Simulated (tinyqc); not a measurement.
MOSFET in the linear regime without short-channel effects, parameter extraction from computed curves: two steps of the calculation.

Inversion charge Q = Cox n Vt W0(exp((Vg - VT)/(n Vt))), W0 the Lambert function and n = nf; u = Q/Cox; mobility mu = mu0/(1 + th1 u + th2 u^2); channel resistance Rch = (L - dL)/(W mu Q); Id = Vd/(Rch + Rsd/W). Cox = eps0 eox/tox. Small Vd, no channel-length or drain effects.

Values chosen for this exercise; channel values of the order met in silicon transistors: temperature T = 300 K; relative permittivity of the gate insulator (close to aluminium oxide) eox = 9.27; insulator thickness tox = 7.8 nm; low-field mobility mu0 = 190 cm^2/(V s); first mobility attenuation factor th1 = 0.41 1/V; second mobility attenuation factor th2 = 0 1/V^2; threshold voltage VT = 0.63 V; body factor nf = 1.12; gate width W = 1 um; drawn gate length L = 0.09 um; drawn less effective length dL = 0.004 um; source plus drain resistance Rsd = 120 ohm um; drain voltage Vd = 0.01 V.

Constants: q = 1.602176634e-19 C, kB = 1.380649e-23 J/K, Vt = kB T/q, eps0 = 8.8541878128e-14 F/cm where lengths are in cm. Results are converted to the units shown.

Task 1. Transfer curve. u, mu, Rch and Id as defined.

Vg, point 0 to 11 (V): [0.43, 0.53, 0.63, 0.73, 0.83, 0.93, 1.03, 1.13, 1.23, 1.33, 1.43, 1.53]

Wanted: u; mu; Rch; Id.

Result 1.

u, point 0 to 11 (V): [2.893e-5, 8.881e-4, 0.01642, 0.07316, 0.1520, 0.2389, 0.3296, 0.4224, 0.5166, 0.6117, 0.7075, 0.8038]
mu, point 0 to 11 (cm^2/(V s)): [190.0, 189.9, 188.7, 184.5, 178.9, 173.1, 167.4, 162.0, 156.8, 151.9, 147.3, 142.9]
Rch, point 0 to 11 (ohm): [1.487e7, 4.845e5, 2.637e4, 6056, 3006, 1977, 1481, 1195, 1009, 879.6, 784.4, 711.5]
Id, point 0 to 11 (uA): [6.727e-4, 0.02063, 0.3775, 1.619, 3.199, 4.769, 6.244, 7.606, 8.857, 10.00, 11.06, 12.03]

Task 2. Threshold and mobility at the peak transconductance. gm_i = (Id_(i+1) - Id_(i-1))/(Vg_(i+1) - Vg_(i-1)); at the point j of largest gm the tangent meets the axis at V_ext = Vg_j - Id_j/gm_j; field-effect mobility gm_j L/(W Cox Vd) with the drawn L.

Vg, point 0 to 11 (V): [0.43, 0.53, 0.63, 0.73, 0.83, 0.93, 1.03, 1.13, 1.23, 1.33, 1.43, 1.53]
Id, point 0 to 11 (uA): [6.7265219e-4, 0.020633874, 0.37749223, 1.6192401, 3.1985630, 4.7689791, 6.2442405, 7.6063332, 8.8570259, 10.004245, 11.057508, 12.026258]

Give: gm; j; V_ext; field-effect mobility.

Result 2.

gm, point 1 to 10 (uS): [1.884, 7.993, 14.11, 15.75, 15.23, 14.19, 13.06, 11.99, 11.00, 10.11]
j = 4
V_ext = 0.6269 V
field-effect mobility = 134.7 cm^2/(V s)

V_ext is 3.1 mV below the model VT, and the mobility so found is 32 % below mu0 L/(L - dL) = 199 cm^2/(V s), the value for the drawn L; attenuation, series resistance and the slow approach of Q to a straight line all lower the peak gm.

tinyqc, about 0.01 s, one thread, Intel Xeon 2.30GHz (shared host): `OMP_NUM_THREADS=1 python tinyqc.py 2210072 2210073 out.jsonl`
